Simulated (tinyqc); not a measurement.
# From one set of inputs to another, one input at a time

Model: Gupta-type many-body potential for a metal. Computed by tinyqc, a small Python program. Command: `OMP_NUM_THREADS=1 python tinyqc.py 3007477 3007478 out.jsonl gupta ladder`. One thread of a shared host (Intel(R) Xeon(R) Processor @ 2.30GHz), about 0.02 s of CPU time with the checks.

E_i = sum_j A exp(-p (r_ij/r0 - 1)) - xi rho_i^gamma, with rho_i = sum_j exp(-2 q (r_ij/r0 - 1)); gamma = 1/2 is the tight-binding second-moment form. The crystal is fcc unless stated; d is the neighbour distance and a fixed number of shells is kept.

The inputs printed are set A. Inputs not listed in the table keep their values of set A, so the rows need not describe a real material.

Inputs (values chosen for the exercise, modelled on palladium):
```
quantity                  value      unit
repulsion A               0.174        eV
hopping xi                 1.75        eV
decay p                    11.1         -
decay q                    3.69         -
reference distance r0     2.749  angstrom
shells kept                   2         -
embedding exponent gamma    0.5         -
```

Surface: (110).

Constants: 1 eV/angstrom^3 = 160.2176634 GPa; 1 eV/angstrom^2 = 16.02176634 J/m^2.

Method:
- fcc shells: d sqrt(k), k = 1..5, with 12, 6, 24, 12, 24 atoms; Omega = d^3/sqrt2.
- Equilibrium: dE/dd = 0; B = d^2 E''(d)/(9 Omega).
- Second derivatives of E/Omega at equilibrium under homogeneous strain: e_xx = h gives C11; e_xx = -e_yy = h gives 2 (C11 - C12); e_xy = e_yx = h/2 gives C44.
- Cut the crystal without relaxation; an atom in layer l keeps the neighbours that lie below the surface plane. Excess = E_i + E_c. Surface energy = sum of excesses over the layers, divided by the area per surface atom: (sqrt3/2) d^2 for (111), d^2 for (100), sqrt2 d^2 for (110).

Each row keeps all changes above it:
```
input moved                from     to  neighbour distance d (angstrom)  surface energy (J/m^2)  Cauchy pressure C12 - C44 (GPa)
set A                         -      -                            2.757                   1.020                            101.7
embedding exponent gamma    0.5    0.6                            2.578                   2.272                            179.8
hopping xi (eV)            1.75   1.12                            2.763                   0.936                             79.1
decay q                    3.69   3.66                            2.766                   0.942                             77.4
repulsion A (eV)          0.174  0.175                            2.769                   0.937                             77.1
decay p                    11.1   11.2                            2.772                   0.942                             76.6
```

Where does the difference come from?

Neighbour distance d goes from 2.76 to 2.77, a factor 1.005 in all. The largest single move comes from hopping xi (a factor 1.07), and embedding exponent gamma works against it (a factor 0.935). Surface energy goes from 1.02 to 0.942, a factor 0.924 in all. The largest single move comes from hopping xi (a factor 0.412), and embedding exponent gamma works against it (a factor 2.23). Cauchy pressure C12 - C44 goes from 102 to 76.6, a factor 0.753 in all. The largest single move comes from hopping xi (a factor 0.440), and embedding exponent gamma works against it (a factor 1.77). The single moves hold for this order of the switches; the total does not depend on the order.

Extremes, crossings and ranges named in words are read from the listed rows.
